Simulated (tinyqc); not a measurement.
Boltzmann transport in a parabolic band with a power-law relaxation time, step by step. Values are carried at full precision from step to step, so a last printed digit may differ when a step is redone from the rounded ones.

F_j(eta) = (1/Gamma(j + 1)) integral_0^infinity x^j dx/(1 + exp(x - eta)), which tends to exp(eta) for eta << 0.

n = N F_1/2(eta) with N = 2 (m kB T/(4 pi c))^(3/2) with c = hbar^2/2m0, in 1/angstrom^3; times 1e24 for 1/cm^3, m = md.

Constants: hbar^2/2m0 = 3.80998211 eV angstrom^2; kB = 8.617333262e-05 eV/K.

Inputs chosen for the exercise (masses near those of Si; tau0 is set for a mobility of the usual size at this n, kL is a free input; freeze-out and phonon drag, which matter near 77 K, are left out; not measured data): n = 2.9e+18 1/cm^3 (electron density); md = 1.027 m0 (density-of-states mass); T = 77 K; r = -0.5 (exponent of tau); tau0 = 85 fs (tau at E = kT); mc = 0.2452 m0 (conductivity mass); kL = 7.3 W/(m K) (lattice thermal conductivity).

## Reduced Fermi level

Solve for eta.

N = 3.396e+18 1/cm^3
eta = 0.1405

## Integrals for r = -0.5 (acoustic phonons)

tau = tau0 x^r with x = E/kT. With K_j = Gamma(j + 1) F_j(eta): <tau> = tau0 (r + 3/2) K_(r+1/2)/((3/2) K_(1/2)); mu = <tau>/(mc m0/e), m0/e = 5.685630e-12 kg/C; Hall factor rH = (3/2) K_(1/2) (2r + 3/2) K_(2r+1/2)/((r + 3/2) K_(r+1/2))^2; Seebeck S = -(kB/e) [(r + 5/2) K_(r+3/2)/((r + 3/2) K_(r+1/2)) - eta]; Lorenz number L = (kB/e)^2 [(r + 7/2) K_(r+5/2)/((r + 3/2) K_(r+1/2)) - ((r + 5/2) K_(r+3/2)/((r + 3/2) K_(r+1/2)))^2]; kB/e in V/K. Valley anisotropy is left out of rH.

Evaluate F_j and K_j for j = 1/2, r + 1/2, r + 3/2, r + 5/2 and 2r + 1/2 (each value once).

F_j and K_j:
```
j         F_j      K_j
0.5   0.85392  0.75677
0.0   0.76584  0.76584
1.0   0.92488  0.92488
2.0    1.0241   2.0483
-0.5  0.65942   1.1688
```

## Transport coefficients

Form the ratios; u is the mean energy carried, in kT.

<tau>/tau0 = 0.675
rH = 1.131
u = 2.415
S = -196.0 microvolt/K
L = 1.626 1e-8 W ohm/K^2

The non-degenerate limits are rH = 1.178, u = r + 5/2 = 2 and L = (r + 5/2)(kB/e)^2 = 1.485; the degenerate ones are rH = 1 and L = 2.443.

## Mobility, conductivity and figure of merit

mu = <tau>/(mc m0/e) with m0/e = 5.685630e-12 kg/C; sigma = e n mu, e = 1.602176634e-19 C; Hall mobility rH mu; power factor S^2 sigma; ZT = S^2 sigma T/(kL + L sigma T), all in SI units.

mu = 411 cm^2/(V s)
Hall mobility = 465 cm^2/(V s)
sigma = 191 S/cm
power factor = 0.734 mW/(m K^2)
electronic thermal conductivity = 0.0239 W/(m K)
ZT = 0.0077

A Hall measurement read with rH = 1 would give a density of 2.56e+18 1/cm^3. Electrons carry 0.33 % of the heat. kL is far below that of crystalline Si, so ZT is too high for it.

## Checks

- Seebeck coefficient against direct integration over -df/dE (microvolt/K): both -196.0.

Computed by tinyqc, a small Python program: `OMP_NUM_THREADS=1 python tinyqc.py 1681621 1681622 out.jsonl` (the numbers bound the seed that draws the inputs); one thread of a shared host (Intel(R) Xeon(R) Processor @ 2.30GHz), about 0.01 s for the whole set of steps.
